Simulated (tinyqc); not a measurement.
# Read current of a NAND string, cells in series solved by shooting, step by step

Computed by the program tinyqc: `OMP_NUM_THREADS=1 python tinyqc.py 2142275 2142276 out.jsonl`, one thread of a shared Intel Xeon 2.30GHz, about 0.6 s for the whole run. Printed values are rounded.

Cells in series, numbered from 0 at the source line (0 V) to the bit line, each followed by a gap resistance Rg. A cell with gate Vg, threshold VT, source Vs and drain Vd passes I = 2 nf K Vt^2 [F(Vs) - F(Vd)]/(1 + th max(Vg - VT, 0)), F(V) = ln^2(1 + exp((Vg - VT - nf V)/(2 nf Vt))). The selected cell has Vg = Vr, the others Vg = Vp.

Inputs (values chosen for the exercise); values of the order met in vertical NAND strings: temperature T = 358 K; gain factor of a cell K = 16 uA/V^2; slope factor nf = 1.2; mobility reduction factor th = 0.06 1/V; resistance of the gap between cells Rg = 1.2 kohm; bit-line voltage Vbl = 0.5 V; pass voltage Vp = 6.9 V; read voltage on the selected word line Vr = 4.2 V.

Constants: q = 1.602176634e-19 C, kB = 1.380649e-23 J/K, Vt = kB T/q. Results are converted to the units shown.

## Step 1: node voltages for a trial current

first trial current = 2.7 uA
thresholds from the source end, cell 0 to 4 (V): -2.1  -2.1  -2.1  3.7  2.5

For a trial current I start at 0 V and, cell by cell (the selected one is cell 4), solve for the drain: sqrt(F(Vd)) = sqrt(F(Vs) - I/k), k = 2 nf K Vt^2/(1 + th max(Vg - VT, 0)), Vd = [Vg - VT - 2 nf Vt ln(exp(sqrt F) - 1)]/nf, then add I Rg.

node voltage after each cell and gap, trial 1, cell 0 to 4 (V): 0.03217080  0.06446672  0.09688933  0.1662083  0.3002154

## Step 2: node voltages for a trial current

second trial current = 3.6 uA

As before.

node voltage after each cell and gap, trial 2, cell 0 to 4 (V): 0.04291933  0.08606197  0.1294317  0.2234244  0.4157120

## Course of the secant iteration

Secant steps on the end voltage less Vbl, from the two trials; a trial above the saturation current of a cell has no solution and is moved halfway to the previous trial. Stop below 1e-9 V.

Course of the iteration:
```
iteration    I (uA)  end voltage - Vbl (V)  halvings
1          4.256809                7.54e-3         0
2          4.202864               -2.92e-4         0
3          4.204872               -1.02e-6         0
4          4.204879               1.38e-10         0
```

Converged in 4 iterations to I = 4.2049 uA. The selected cell takes 46.5 % of the bit-line voltage and the gaps together 5.05 %.
